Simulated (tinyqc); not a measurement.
sp3s* tight binding: one step. Phase sums. Two cases, with inputs chosen for the exercise.

Question. Form g0 to g3 at this k.

sp3s* tight binding, nearest neighbours only: anion (a) at 0, cation (c) at a/4 (1,1,1), orbitals s, px, py, pz, s* on each; k in units of 2 pi/a. With phases e_j = exp(i (pi/2) k.n_j) for n = (1,1,1), (1,-1,-1), (-1,1,-1), (-1,-1,1): g0 = (e1+e2+e3+e4)/4, g1 = (e1+e2-e3-e4)/4, g2 = (e1-e2+e3-e4)/4, g3 = (e1-e2-e3+e4)/4. The diagonal holds the levels Esa, Epa, Exa (s*) and Esc, Epc, Exc. Anion-cation block: <sa|sc> = Vss g0; <sa|xc> = Vsapc g1; <xa|sc> = -Vscpa g1; <xa|xc> = Vxx g0; <xa|yc> = <ya|xc> = Vxy g3, <xa|zc> = <za|xc> = Vxy g2, <ya|zc> = <za|yc> = Vxy g1; <s*a|xc> = Vxapc g1; <xa|s*c> = -Vpaxc g1; y and z take g2 and g3 in place of g1; s-s* and s*-s* vanish.

Give: g0, g1, g2, g3.

Case 1.

Values chosen (out of a larger set: near a published set for GaAs, fitted to gaps, whose masses and valley positions are rough; spin-orbit coupling, where it is added without a refit, lifts the valence top and shrinks all gaps by about a third of the splitting; not measured data): k = (0.79, 0.25, 0.19) 2 pi/a (wave vector).

Answer.

g0, g1, g2, g3: 0.28603-0.10646i  -0.03645+0.83543i  -0.25701+0.11848i  -0.34605+0.08799i

Case 2.

Values chosen (out of a larger set: near a published set for SiC, fitted to gaps, whose masses and valley positions are rough; spin-orbit coupling, where it is added without a refit, lifts the valence top and shrinks all gaps by about a third of the splitting; not measured data): k = (0.55, 0.45, 0.15) 2 pi/a (wave vector).

Answer.

g0, g1, g2, g3: 0.48020-0.11529i  -0.09846+0.56224i  -0.13498+0.41013i  -0.48020+0.11529i

Computed by tinyqc, one run a case: `OMP_NUM_THREADS=1 python tinyqc.py N N+1 out.jsonl` with N = 1451534, 1452249; one thread of a shared Intel(R) Xeon(R) Processor @ 2.30GHz, about 0.1 s a run at most.
